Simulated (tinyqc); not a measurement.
Schottky diode by the thermionic emission-diffusion theory: one step of the calculation.

Metal on an n-type semiconductor with one parabolic valley; V > 0 is forward bias (metal positive). The band bends as a parabola over the depletion layer, by Vd = Vbi - V; no image force. Carriers drift and diffuse up to the interface and leave it with the velocity vR.

Problem. Diffusion velocity. LD = sqrt(eps0 eps_r Vt/(q Nd)), a = sqrt((Vbi - V)/Vt), D(a) = exp(-a^2) int_0^a exp(s^2) ds (Dawson), vD = mun Vt/(sqrt(2) LD D(a)). For large a, vD tends to mun times the surface field sqrt(2 q Nd (Vbi - V)/(eps0 eps_r)).

Parameters, values chosen for the exercise; band and dielectric values close to those of gallium arsenide: temperature T = 300 K; relative permittivity eps_r = 12.9; electron mobility mun = 7900 cm^2/(V s); donor density Nd = 1.8e16 cm^-3; bias V = 0.076 V.

Constants: q = 1.602176634e-19 C, kB = 1.380649e-23 J/K, Vt = kB T/q, eps0 = 8.8541878128e-14 F/cm where lengths are in cm. Results are converted to the units shown.

Vbi = 0.33776637 V

Give: LD; a; D(a); vD; mun times the surface field.

Solution.

LD = 32.00 nm
a = 3.182
D(a) = 0.1665
vD = 2.710e8 cm/s
mun times the surface field = 2.872e8 cm/s

tinyqc, about 0.01 s, one thread, Intel Xeon 2.30GHz (shared host): `OMP_NUM_THREADS=1 python tinyqc.py 2640066 2640067 out.jsonl`
